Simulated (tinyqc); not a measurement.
Metal-interlayer-semiconductor contact, depinning against tunnelling resistance: one step of the calculation.

Zero bias, n-type semiconductor. Gap states at the semiconductor surface thin out as exp(-be ti), which unpins the barrier; electrons must then cross the interlayer (a rectangular barrier, no voltage drop across it) and the parabolic depleted layer, both by WKB. Energies E are counted from the Fermi level; no image force, parabolic bands.

Problem. Exponents and integrand on an energy grid. With U = phiB - xi: for xi < E < phiB, y = (E - xi)/U and G1 = (U/E00) [sqrt(1 - y) - y ln((1 + sqrt(1 - y))/sqrt(y))], G1 = 0 above phiB; G2 = 2 ti sqrt(mi max(phiB + dE - E, 0)/C), C = hbar^2/(2 m0); f = 1/(1 + exp(E/Vt)); integrand exp(-G1 - G2) f.

Values chosen for this exercise; semiconductor values close to those of gallium arsenide; interlayer mass of the order of that in silicon nitride, offset chosen freely: temperature T = 300 K; interlayer thickness ti = 0.5 nm; conduction-band offset of the interlayer above the semiconductor dE = 2.05 eV; tunnelling mass in the interlayer mi = 0.46 m0.

Constants: q = 1.602176634e-19 C, kB = 1.380649e-23 J/K, hbar = 1.054571817e-34 J s, m0 = 9.1093837015e-31 kg, Vt = kB T/q, hbar^2/(2 m0) = 0.0380998212 eV nm^2. Results are converted to the units shown.

E, point 0 to 13 (eV): 0.17  0.21  0.25  0.29  0.33  0.37  0.41  0.45  0.49  0.53  0.57  0.61  0.65  0.69
phiB = 0.64798861 eV
xi = -0.018976057 eV
E00 = 0.014962055 eV

Give: G1; G2; f; integrand.

Solution.

```
point	G1	G2	f	integrand (1e-13)
0	22.03	5.525	0.001392	0.015
1	18.86	5.481	2.965e-4	0.080
2	15.98	5.437	6.312e-5	0.315
3	13.36	5.392	1.343e-5	0.962
4	10.98	5.347	2.859e-6	2.319
5	8.82	5.302	6.085e-7	4.480
6	6.87	5.256	1.295e-7	6.993
7	5.14	5.210	2.756e-8	8.860
8	3.61	5.163	5.866e-9	9.106
9	2.30	5.116	1.249e-9	7.539
10	1.22	5.069	2.657e-10	4.947
11	0.41	5.021	5.655e-11	2.480
12	0.00	4.973	1.204e-11	0.834
13	0.00	4.924	2.562e-12	0.186
```

tinyqc, about 0.03 s, one thread, Intel Xeon 2.30GHz (shared host): `OMP_NUM_THREADS=1 python tinyqc.py 2270119 2270120 out.jsonl`
